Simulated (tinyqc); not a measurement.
## Series resistance and length offset from two lengths at two overdrives

Question. In strong inversion R W = Rsd + k(x)(L - dL), k(x) = (1 + th1 x)/(mu0 Cox x), x the overdrive, Cox = eps0 eox/tox, with Rsd and dL independent of x. Find dL, Rsd, mu0 and th1.

Values chosen for this exercise:

| symbol | value | unit | meaning |
|---|---|---|---|
| eox | 3.9 |  | relative permittivity of the gate insulator (close to silicon dioxide) |
| tox | 4.6 | nm | insulator thickness |

Constants: eps0 = 8.8541878128e-14 F/cm where lengths are in cm. Results are converted to the units shown.

total resistance times width (ohm um):

|  | L = 0.11 um | L = 0.64 um |
|---|---|---|
| overdrive 0.44 V | 927.002869 | 5612.44458 |
| overdrive 0.99 V | 583.295111 | 3330.81010 |

Answer. At each overdrive R W is a straight line in L; the two lines cross at L = dL, R W = Rsd. Their slopes give k x = (1 + th1 x)/(mu0 Cox), a straight line in x.

dL = 0.0160 um
Rsd = 96.0 ohm um
mu0 = 460 cm^2/(V s)
th1 = 0.780 1/V

Program tinyqc, `OMP_NUM_THREADS=1 python tinyqc.py 2210005 2210006 out.jsonl`; Intel Xeon 2.30GHz, shared host, one thread, about 0.01 s.
